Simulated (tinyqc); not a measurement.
Which mechanism rules? Model: leakage currents through a thin dielectric. Computed by tinyqc, a small Python program. Command: `OMP_NUM_THREADS=1 python tinyqc.py 3020522 3020523 out.jsonl leak walk`. One thread of a shared host (Intel(R) Xeon(R) Processor @ 2.30GHz), about 0.05 s of CPU time with the checks.

Electrons leave an electrode with Fermi energy E_F above its band bottom; barriers are counted from the Fermi level, and both electrodes are alike. They cross the interlayer first.

Inputs (values chosen for the exercise, modelled on SiO2):
```
quantity                           value  unit
barrier height phi_B                3.34    eV
tunnelling mass m                   0.43   m_0
static permittivity k               3.99     -
optical permittivity k_o            2.03     -
trap depth phi_t                     1.6    eV
Poole-Frenkel prefactor sigma_0  2.2e-05  S/cm
thickness t                          6.6    nm
electrode Fermi energy E_F           0.2    eV
electrode mass m_e                   0.5   m_0
voltage V                              1     V
temperature T                        358     K
interlayer thickness t_i            0.89    nm
interlayer barrier phi_i            3.17    eV
interlayer mass m_i                 0.38   m_0
interlayer permittivity k_i          3.9     -
```

Stack: dielectric on an interlayer.

Constants: e = 1.602176634e-19 C; eps_0 = 8.8541878128e-12 F/m; k_B = 8.617333262e-05 eV/K; m_0 = 9.1093837015e-31 kg; k_B = 1.380649e-23 J/K; h = 6.62607015e-34 J s; hbar = 1.054571817e-34 J s.

Method:
- Fields: F_i = V/(t_i + t k_i/k), F = F_i k_i/k; equivalent oxide thickness 3.9 (t/k + t_i/k_i).
- WKB: a layer of mass m, field F and barrier b(x) = b_0 - e F x gives the exponent (4 sqrt(2 m)/(3 hbar e F)) [b_0^(3/2) - max(b_0 - e F t, 0)^(3/2)] for b_0 > 0; b_0 = barrier - (E - E_F), less e F_i t_i for the second layer; the transmission is D(E) = exp(-sum of exponents), without image force.
- Tsu-Esaki: J = (e m_e k_B T/(2 pi^2 hbar^3)) int D(E) ln[(1 + exp((E_F - E)/k_B T))/(1 + exp((E_F - eV - E)/k_B T))] dE over the normal energy E (its change with the mass at an interface is neglected) from max(0, E_F - 3 eV) to E_F + largest barrier, by 100 Gauss-Legendre points in each part, split at E_F - 0.3 eV (if inside the range) and E_F + 8 k_B T.
- Schottky emission J = A T^2 exp(-(phi_B - sqrt(e^3 F/(4 pi k_o eps_0)))/k_B T), A = 4 pi e m k_B^2/h^3 with the tunnelling mass; Poole-Frenkel J = sigma_0 F exp(-(phi_t - sqrt(e^3 F/(pi k_o eps_0)))/k_B T); both use the field F of the dielectric and ignore the interlayer.

Current densities (A/cm^2):
```
V (V)  F (MV/cm)  tunnelling    Schottky  Poole-Frenkel
0.20      0.2663  5.5023e-32  5.4536e-39     1.2979e-18
0.35      0.4660  1.6059e-31  2.2982e-38     4.0334e-17
0.50      0.6657  4.6973e-31  7.2622e-38     5.7536e-16
0.70      0.9320  2.0220e-30  2.6397e-37     1.0643e-14
0.85      1.1317  6.1838e-30  6.1741e-37     7.0697e-14
1.00      1.3315  1.9318e-29  1.3435e-36     3.9381e-13
1.20      1.5978  9.1420e-29  3.4766e-36     3.1646e-12
1.50      1.9972  1.0248e-27  1.2605e-35     5.2002e-11
```

What follows from these numbers?

The largest current is Poole-Frenkel from 0.200 to 1.50 V. Over the table tunnelling grows by 4.3 decades, Schottky by 3.4 and Poole-Frenkel by 7.6. A plot of ln(J/F) against sqrt(F) for the Poole-Frenkel column has the slope 17.27 per sqrt(MV/cm), from which k_o follows; reading it as Schottky emission would give about k_o/4.

Extremes, crossings and ranges named in words are read from the listed rows.
